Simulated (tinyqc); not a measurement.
Inside a calculation. Model: trench capacitor in an array: capacitance, non-linearity, leakage and relaxation.

tinyqc, about 0.01 s, one thread, Intel Xeon 2.30GHz (shared host): `OMP_NUM_THREADS=1 python tinyqc.py 2102030 2102031 out.jsonl` Printed values are rounded.

A film between two metal electrodes, each interface adding a series capacitance ci. The small-signal permittivity is ek (1 + aq E^2); the field is found with the linear permittivity. Leakage J = J0 sinh(E/Ef). After a voltage step the film passes a relaxation current kr C V tt^(-nr), tt being the time in seconds. The sidewall is a coaxial capacitor with radii a = dm/2 - t and b = dm/2, depth AR dm; the end face is left out.

Values chosen for this exercise; permittivity of the order of that of tantalum oxide: relative permittivity of the film ek = 26.1; film thickness t = 26 nm; capacitance of each electrode interface (dead layer and screening) ci = 1000 uF/cm^2; quadratic field coefficient of the permittivity aq = 0.0066 cm^2/MV^2; bias V = 2.2 V; leakage prefactor J0 = 9.1e-11 A/cm^2; field for an e-fold rise of the leakage Ef = 0.36 MV/cm; diameter of the hole dm = 130 nm; aspect ratio, depth over diameter AR = 50; pitch of the square array pt = 210 nm; resistivity of the inner electrode rho = 380 uohm cm.

Constants: eps0 = 8.8541878128e-14 F/cm where lengths are in cm. Results are converted to the units shown.

## Planar capacitance, field and non-linearity

Planar film: Cf = eps0 ek/t, 1/C = 1/Cf + 2/ci, EOT = 3.9 eps0/C, effective permittivity C t/eps0, E = (V/t) C/Cf; quadratic coefficient [C(V)/C - 1]/V^2 with Cf (1 + aq E^2) in C(V).

Cf = 0.888824 uF/cm^2
C = 0.887247 uF/cm^2
EOT = 3.89196 nm
effective permittivity = 26.0537
E = 0.844652 MV/cm
quadratic coefficient = 971.135 ppm/V^2
J = 4.70955e-10 A/cm^2

The interfaces take 0.177 % of the voltage.

## Cell capacitance, fields and time constant

Per length 1/c = ln(b/a)/(2 pi eps0 ek) + (1/a + 1/b)/(2 pi ci); cell capacitance c AR dm; per footprint over pt^2; fields c V/(2 pi eps0 ek r) at r = a and b; resistance of the inner electrode rho AR dm/(pi a^2); time constant R C/3 of the distributed line.

a = 39 nm
b = 65 nm
cell capacitance = 18.4419 fF
capacitance per footprint = 41.8183 uF/cm^2
field at a = 1.10225 MV/cm
field at b = 0.661350 MV/cm
R = 5.16913 kohm
R C/3 = 31.7761 ps

The array gives 47.1 times the planar capacitance per footprint; curvature makes the field at the inner electrode 1.30 times the planar value.
